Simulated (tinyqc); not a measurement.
Hueckel theory of the pi electrons with the omega technique, for the molecule c1ccc2[nH]ccc2c1 (SMILES; centres numbered as the heavy atoms are written), step by step. One step of it, computed by the program tinyqc.

Question. Orbitals, round 2. Diagonalise; E = alpha + x beta with beta < 0, so the largest x are filled first; degenerate levels share their electrons. P = sum n_i c_ri c_si; each orbital has its largest coefficient positive (the first on a tie).

matrix after round 1, lower triangle:
```
           1C         2C         3C        4C        5N        6C         7C         8C
1C  -0.027602
2C   1.000000  -0.019770
3C   0.000000   1.000000  -0.030758
4C   0.000000   0.000000   1.000000  0.001313
5N   0.000000   0.000000   0.000000  0.800000  1.729610
6C   0.000000   0.000000   0.000000  0.000000  0.800000  0.023431
7C   0.000000   0.000000   0.000000  0.000000  0.000000  1.000000  -0.119590
8C   0.000000   0.000000   0.000000  1.000000  0.000000  0.000000   1.000000  -0.039756
9C   1.000000   0.000000   0.000000  0.000000  0.000000  0.000000   0.000000   1.000000

           9C
9C  -0.016879
```

pi electrons, sum of z_r less the charge = 10

Give: x values; occupations; coefficients; charge and bond-order matrix P.

Answer.

x values: 2.5685  1.8183  1.2932  0.8587  0.5817  -0.8355  -1.1083  -1.4970  -2.1798

occupations: 2.0000  2.0000  2.0000  2.0000  2.0000  0.0000  0.0000  0.0000  0.0000

coefficients:
```
       MO1      MO2      MO3      MO4      MO5      MO6      MO7      MO8
1C  0.1103  -0.4379  -0.1565   0.5300  -0.0338  -0.0571   0.5537   0.2783
2C  0.1232  -0.3868  -0.4326   0.1497   0.3682  -0.3996  -0.2214  -0.4365
3C  0.2085  -0.2731  -0.4115  -0.3985   0.2552   0.3831  -0.3127   0.3665
4C  0.4188  -0.1181  -0.1122  -0.5042  -0.2119   0.0913   0.5583  -0.1009
5N  0.6938   0.4927  -0.2324   0.2700  -0.2241  -0.1897  -0.2057   0.1297
6C  0.3088   0.1728   0.2390   0.2103   0.5335   0.5169   0.1713  -0.4223
7C  0.2308  -0.0841   0.4894  -0.0403   0.4771  -0.2922  -0.0293   0.5383
8C  0.3116  -0.3357   0.4525  -0.2497  -0.1989  -0.3077  -0.1423  -0.3191
9C  0.1632  -0.4216   0.2259   0.3201  -0.3888   0.4458  -0.3769   0.0276

        MO9
1C   0.3197
2C  -0.3014
3C   0.3313
4C  -0.4107
5N   0.0599
6C   0.1180
7C  -0.3080
8C   0.5165
9C  -0.3866
```

charge and bond-order matrix P, lower triangle:
```
         1C       2C       3C       4C       5N       6C       7C      8C
1C   1.0211
2C   0.6352   1.0199
3C  -0.0258   0.6873   1.0228
4C  -0.2892  -0.0153   0.6253   1.0022
5N   0.0956  -0.0934  -0.1181   0.3397   1.8026
6C   0.0289   0.1915  -0.0576  -0.2740   0.3620   1.0223
7C  -0.1036   0.0377   0.0151  -0.0582  -0.2257   0.8395   1.0582
8C  -0.0301  -0.2762   0.0384   0.5749  -0.1544  -0.0246   0.4735  1.0329
9C   0.7001  -0.0196  -0.3413   0.0276   0.0532  -0.2171  -0.0295  0.5840

        9C
9C  1.0181
```
